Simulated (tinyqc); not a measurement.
What moves the results: deformation-potential model of the Delta valleys of a conduction band. A value that a table varies takes the place of the one given here.

Valleys with axes along x, y and z, each a pair at +k and -k. Herring-Vogt shift of a valley with unit axis a: dE = Xd tr(e) + Xu a.e.a. Non-degenerate shares n_i = exp(-dE_i/kT)/sum_j exp(-dE_j/kT). Inverse mass tensor of a valley: (1 - a a)/mt + a a/ml; the masses are taken as independent of strain.

s11 = (C11 + C12)/((C11 - C12)(C11 + 2 C12)), s12 = -C12/((C11 - C12)(C11 + 2 C12)), s44 = 1/C44; exx = s11 sxx + s12 (syy + szz) and cyclic, exy = s44 sxy/2; tension is positive. A uniaxial stress X along the unit vector n is s_ij = X n_i n_j.

Constants: kB = 8.617333262e-05 eV/K.

Inputs chosen for the exercise (near those of Si; the results hold for these values, not for the real material):
```
symbol  value           unit  meaning
ml      0.912           m0    longitudinal mass
mt      0.188           m0    transverse mass
Xd      1.03            eV    dilation potential
Xu      9.38            eV    uniaxial potential
C11     165.6           GPa
C12     64.4            GPa
C44     80.8            GPa
load    uniaxial [110]        kind of stress
T       400             K     temperature
X1      0.7             GPa   size of the stress
X       0.6             GPa   stress
```

## Sweep of a uniaxial [110] stress

m_c = 1/(u.M.u) along [1-10] with M = sum_i n_i (inverse mass tensor); gain against zero stress at a fixed scattering time.

Results:
```
X (GPa),spread (meV),lowest edge (meV),n x,n y,n z,m_c (m0),gain (%)
-2.00,92.7,-59.1,0.484,0.484,0.033,0.3051,-16.2
-1.00,46.3,-29.6,0.442,0.442,0.115,0.2897,-11.8
-0.40,18.5,-11.8,0.387,0.387,0.226,0.2714,-5.8
0.00,0.0,0.0,0.333,0.333,0.333,0.2557,0.0
0.40,18.5,-6.7,0.269,0.269,0.461,0.2391,6.9
1.00,46.3,-16.8,0.171,0.171,0.657,0.2176,17.5
2.00,92.7,-33.6,0.060,0.060,0.880,0.1974,29.5
```

Along [1-10] the gain is -16.2 % at -2.00 GPa and +29.5 % at 2.00 GPa. The slope at zero stress (from +/- 0.001 GPa), +16.1 % per GPa, carried to the ends would give -32 and +32 %; the response falls behind at both ends, as it saturates once the spread passes a few kT (kT = 34.5 meV, spread up to 93 meV).

## Gain for each load and current direction

Each load has the size X1. Gain m_c(0)/m_c - 1 in per cent from repopulation alone, m_c = 1/(u.M.u), M = sum_i n_i (inverse mass tensor); biaxial means sxx = syy.

Gain (%); + is tension, - compression:
```
load,[100],[010],[001],[110],[1-10],[111]
uniaxial [110] (+),12.3,12.3,-24.7,12.3,12.3,0.0
uniaxial [110] (-),-9.2,-9.2,18.4,-9.2,-9.2,0.0
uniaxial [100] (+),28.3,-14.2,-14.2,7.1,7.1,0.0
uniaxial [100] (-),-46.8,23.4,23.4,-11.7,-11.7,0.0
uniaxial [111] (+),0.0,0.0,0.0,0.0,0.0,0.0
uniaxial [111] (-),0.0,0.0,0.0,0.0,0.0,0.0
biaxial (001) (+),23.4,23.4,-46.8,23.4,23.4,0.0
biaxial (001) (-),-14.2,-14.2,28.3,-14.2,-14.2,0.0
```

The largest gain is +28.3 %, for uniaxial [100] (+) with the current along [100] and biaxial (001) (-) with the current along [001]; for a [110] channel it is +23.4 %, under biaxial (001) (+). No gain or loss appears under uniaxial [111]: the valleys stay equivalent (in real silicon shear also changes the masses, which this model leaves out).

## Temperature and repopulation

The load is fixed; m_c along [1-10] as 1/(u.M.u).

Results:
```
T (K),kT (meV),n x,n y,n z,m_c (m0)
50,4.31,0.002,0.002,0.997,0.1882
77,6.64,0.015,0.015,0.971,0.1902
150,12.93,0.094,0.094,0.811,0.2032
225,19.39,0.161,0.161,0.677,0.2156
300,25.85,0.203,0.203,0.594,0.2241
400,34.47,0.236,0.236,0.528,0.2313
500,43.09,0.256,0.256,0.488,0.2359
```

The largest share falls from 0.997 at 50 K to 0.488 at 500 K (equal shares: 0.333); m_c goes from 0.1882 to 0.2359, against 0.2557 without stress. Only spread/kT enters, so the small-stress response goes as 1/T.

## What each parameter does

Spread of the valley edges, lowest edge, largest share and m_c along [1-10]. Each row changes one parameter from the base and keeps the others.

Results:
```
case,spread (meV),lowest edge (meV),largest share,m_c (m0)
base,27.81,-10.07,0.5284,0.2313
ml = 0.73 m0,27.81,-10.07,0.5284,0.2279
mt = 0.15 m0,27.81,-10.07,0.5284,0.1868
Xd = 1.236 eV,27.81,-9.65,0.5284,0.2313
Xu = 11.256 eV,33.37,-12.50,0.5683,0.2269
C11 = 198.72 GPa,20.95,-6.35,0.4787,0.2371
C12 = 77.28 GPa,31.86,-13.45,0.5575,0.2281
C44 = 96.96 GPa,27.81,-10.07,0.5284,0.2313
X = 0.48 GPa,22.25,-8.05,0.4881,0.2359
T = 480 K,27.81,-10.07,0.4948,0.2352
```

The largest shifts from the base row, up to three for each result and ties (the steps differ in size, so this ranks the rows, not the parameters). spread (meV): C11 -6.86, X -5.56, Xu +5.56; unchanged at the printed digits by ml, mt, Xd, C44 and T. lowest edge (meV): C11 +3.71, C12 -3.39, Xu -2.43; unchanged at the printed digits by ml, mt, C44 and T. largest share: C11 -0.0497, X -0.0403, Xu +0.0399; unchanged at the printed digits by ml, mt, Xd and C44. m_c (m0): mt -0.0445, C11 +0.0058, X +0.0046; unchanged at the printed digits by Xd and C44. Xd moves all valleys together, so it shifts the edge and nothing else.

Computed by tinyqc, a small Python program: `OMP_NUM_THREADS=1 python tinyqc.py 1080609 1080610 out.jsonl` (the numbers bound the seed that draws the inputs); one thread of a shared host (Intel(R) Xeon(R) Processor @ 2.30GHz), about 0.01 s for the whole set of steps.
